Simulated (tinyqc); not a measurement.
# Worked calculation: surface potential of a MOS transistor: implicit equation and explicit approximations

Computed by the program tinyqc: `OMP_NUM_THREADS=1 python tinyqc.py 2122148 2122149 out.jsonl`, one thread of a shared Intel Xeon 2.30GHz, about 0.01 s for the whole run. Printed values are rounded.

p-type body, charge-sheet picture, depletion and inversion only, full ionisation (an idealisation for deep acceptors), Boltzmann statistics (rough once Na exp(x - xn) passes about Nc/7). In units of Vt: xg = (Vg - Vfb)/Vt, x = psi/Vt, G = gamma/sqrt(Vt), xn = (2 phiF + Vc)/Vt. The implicit equation is (xg - x)^2 = G^2 [x - 1 + exp(x - xn)] for x above about 3. Cox = eps0 eox/tox.

Values chosen for this exercise; band and dielectric values close to those of silicon:
- T = 300 K (temperature)
- Eg = 1.12 eV (band gap)
- eps_r = 11.6 (relative permittivity)
- Nc = 2.75e19 cm^-3 (conduction-band density of states at T)
- Nv = 2.64e19 cm^-3 (valence-band density of states at T)
- eox = 8.81 (relative permittivity of the gate insulator (close to aluminium oxide))
- tox = 7.7 nm (insulator thickness)
- Na = 2.5e17 cm^-3 (acceptor density)
- Vfb = -0.68 V (flat-band voltage)
- Vc = 0.5 V (channel-body voltage)
- Vg = 0.96 V (gate-body voltage)

Constants: q = 1.602176634e-19 C, kB = 1.380649e-23 J/K, Vt = kB T/q, eps0 = 8.8541878128e-14 F/cm where lengths are in cm. Results are converted to the units shown.

## Scales

ni = sqrt(Nc Nv) exp(-Eg/(2 Vt)), Eg in volts; phiF = Vt ln(Na/ni); gamma = sqrt(2 q eps0 eps_r Na)/Cox; VT = Vfb + Vt (xn + G sqrt(xn - 1)).

phiF = 0.439011 V
gamma = 0.283145 V^0.5
G = 1.76101
xn = 53.3043
VT = 1.02727 V
xg = 63.4380

## Explicit approximation

Depletion value a = 1 + [sqrt(G^2/4 + xg - 1) - G/2]^2; inversion value b = xn + ln[(xg - xn)^2/G^2 - xn + 1] and first guess y = min(a, b) - ln(1 + exp(-|a - b|)) if a > xn + 1, else b = y = a; one second-order correction with D = exp(y - xn), p = 2 (xg - y) + G^2 (1 + D), w = (xg - y)^2 - G^2 (y - 1 + D): z = y + 2 w/(p + sqrt(p^2 - 2 (2 - G^2 D) w)), or the Newton step z = y + w/p where the root is not real.

a = 50.9874
b = 50.9874
y = 50.9874
p = 28.3082
w = -0.305710
z = 50.9766

The root of the implicit equation is x = 50.9766; y misses it by 0.011 and z by -2.3e-9, in units of Vt.

## Starting value

x = a rounded to two decimals.

x at the start = 50.99

## Iteration 1: new x

D = exp(x - xn), f = (xg - x)^2 - G^2 (x - 1 + D), f' = -2 (xg - x) - G^2 (1 + D), x(new) = x - f/f'.

D = 0.0988394
f = -0.380343
f' = -28.3037
x after iteration 1 = 50.9766

## Iteration 2: new x

As before.

D = 0.0975201
f = 1.53026e-4
f' = -28.3265
x after iteration 2 = 50.9766

## Course of the iteration

Stop when the step is below 1e-11, or after 60 iterations.

Course of the iteration:
```
iteration,x before the step,step
1,50.99,-0.0134
2,50.9766,5.40e-6
3,50.9766,8.74e-13
```

Converged in 3 iterations.

## Potential, charges and gate control

converged x = 50.9766

psi = Vt x; N_dep = Cox Vt G sqrt(x - 1)/q; N_inv = (Cox Vt G/q) [sqrt(x - 1 + exp(x - xn)) - sqrt(x - 1)]; dpsi/dVg = 1/[1 + G^2 (1 + exp(x - xn))/(2 (xg - x))].

psi = 1.31785 V
N_dep = 2.03500e12 cm^-2
N_inv = 1.9845e9 cm^-2
dpsi/dVg = 0.879844

psi lies 2.3 Vt below 2 phiF + Vc.
